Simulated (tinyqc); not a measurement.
Worked calculation: gated graphene: carriers, quantum capacitance and optical conductivity. Values are carried at full precision from step to step, so a last printed digit may differ when a step is redone from the rounded ones.

Cones E = +/- hv |k|, four flavours, D(E) = 2|E|/(pi hv^2). n = (2/pi)(kT/hv)^2 F_1(mu/kT), p = (2/pi)(kT/hv)^2 F_1(-mu/kT), in 1/angstrom^2 (1e16 for 1/cm^2); F_1(eta) = integral_0^infinity x dx/(1 + exp(x - eta)). Cq/e^2 = d(n - p)/d mu = (2 kT/(pi hv^2)) ln(2 + 2 cosh(mu/kT)).

Gate: V = mu/e + e (n - p)/Cox with Cox/e^2 = k/(4 pi e2 t), t in angstrom, e2 = e^2/(4 pi eps0); 1/(eV angstrom^2) in C/e^2 equals 1602.176634 microfarad/cm^2; total 1/C = 1/Cox + 1/Cq.

Constants: kB = 8.617333262e-05 eV/K; e^2/(4 pi eps0) = 14.39964547 eV angstrom; fine-structure constant alpha = 0.007297352564.

Parameters, chosen for this exercise (Fermi velocity near that of graphene, gate dielectric near HfO2; the results hold for these values, not for the real material): hv = 6.08 eV angstrom (hbar vF); T = 300 K; k = 18.22 (dielectric constant of the gate layer); t = 2 nm (its thickness); V = -0.04 V (gate voltage from the neutrality point); E = 0.031 eV (photon energy); Gm = 20 meV (intraband damping).

## Chemical potential at the gate voltage

Solve the gate equation for mu.

Cox = 8.066 microfarad/cm^2
mu = -0.0352 eV
n = 2.78e+10 1/cm^2
p = 2.68e+11 1/cm^2

mu takes 88.1 % of the gate voltage; the zero-temperature rule |mu| = hv sqrt(pi |n - p|) gives 0.0529 eV.

## Quantum capacitance

1/(eV angstrom^2) in C/e^2 equals 1602.176634 microfarad/cm^2; 1/C = 1/Cox + 1/Cq.

Cq = 1.297 microfarad/cm^2
C = 1.117 microfarad/cm^2
Cq at mu = 0 = 0.9889 microfarad/cm^2

C is 0.139 of Cox.

## Optical conductivity at one energy

Conductivity over sigma0 = e^2/(4 hbar): interband Re = sinh(E/2kT)/(cosh(mu/kT) + cosh(E/2kT)); intraband Re = (8 kT/pi) ln(2 cosh(mu/2kT)) Gm/(E^2 + Gm^2). A free sheet absorbs about pi alpha_f Re(sigma/sigma0), alpha_f the fine-structure constant (alpha among the constants).

Evaluate both parts and the absorption.

interband = 0.1948
intraband = 0.8795
absorption = 2.463 %

E is within 2 kT of 2|mu| = 0.0704 eV; at this temperature interband transitions are mostly Pauli blocked; the universal value is pi alpha_f = 2.293 %.

## Checks

- Cq/e^2 against the finite difference of n - p (1/(eV angstrom^2)): both 0.0008095.

tinyqc: `OMP_NUM_THREADS=1 python tinyqc.py 1650170 1650171 out.jsonl`; about 0.01 s, one thread, shared Intel(R) Xeon(R) Processor @ 2.30GHz.
